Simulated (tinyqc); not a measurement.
Inside a calculation. Model: n-type polysilicon, carrier trapping at grain boundaries.

tinyqc, about 0.01 s, one thread, Intel Xeon 2.30GHz (shared host): `OMP_NUM_THREADS=1 python tinyqc.py 2830269 2830270 out.jsonl` Printed values are rounded.

One-dimensional grains of size Lg, uniform ionised doping N, monovalent traps Qt at each boundary at a depth Et below (for electrons) or above (for holes) the band edge there, abrupt depletion of width W on each side of a boundary, Boltzmann statistics. xi is the distance from the band edge at the grain centre to the Fermi level. Trapped charge Qt/(1 + exp((xi + VB - Et)/Vt)) = 2 N W, barrier VB = q N W^2/(2 eps0 eps_r).

Parameters, values chosen for the exercise; values of the order met in polycrystalline silicon: temperature T = 250 K; relative permittivity eps_r = 11.7; conduction-band density of states at T NB = 2.13e19 cm^-3; grain size Lg = 33 nm; trap density of a grain boundary Qt = 4.3e12 cm^-2; depth of the trap level from the majority band edge at the boundary Et = 0.32 eV; mass for thermionic emission ms = 0.27 m0; correction factor of the emission rate fe = 1; doping N = 5.7e17 cm^-3.

Constants: q = 1.602176634e-19 C, kB = 1.380649e-23 J/K, m0 = 9.1093837015e-31 kg, Vt = kB T/q, eps0 = 8.8541878128e-14 F/cm where lengths are in cm. Results are converted to the units shown.

## Depletion width, Fermi level and barrier

If the trap equation with xi = Vt ln(NB/N) has a root W < Lg/2, the grain is partly depleted; otherwise W = Lg/2 and the trap equation gives xi = Et - VB + Vt ln(Qt/(N Lg) - 1). N* = Qt/Lg.

N* = 1.30303e18 cm^-3
W = 16.5 nm
xi = 0.205417 V
VB = 0.120002 V
share of traps filled = 0.437442

N is 0.437 N*, and the grain is fully depleted; VB = 5.57 Vt.

## Resistivity and effective mobility

n0 = NB exp(-xi/Vt); mean density n0 (1 - 2 W/Lg) by charge balance in a partly depleted grain, and n0 (sqrt(pi)/2) erf(u)/u with u = sqrt(VB/Vt) in a fully depleted one; v = sqrt(kB T/(2 pi ms m0)); barrier resistivity Vt exp(VB/Vt)/(q fe n0 v Lg); grain resistivity (1 - 2 W/Lg)/(q n0 mug); effective mobility 1/(q mean density total resistivity).

n0 = 1.53940e15 cm^-3
mean density = 5.77552e14 cm^-3
v = 4.72602e6 cm/s
barrier resistivity = 1470.20 ohm cm
grain resistivity = 0.00000 ohm cm
resistivity = 1470.20 ohm cm
effective mobility = 7.35059 cm^2/(V s)

The resistivity is 5370 times that of a single crystal with the same N and mobility mug, and the mean density is 0.101 % of N.
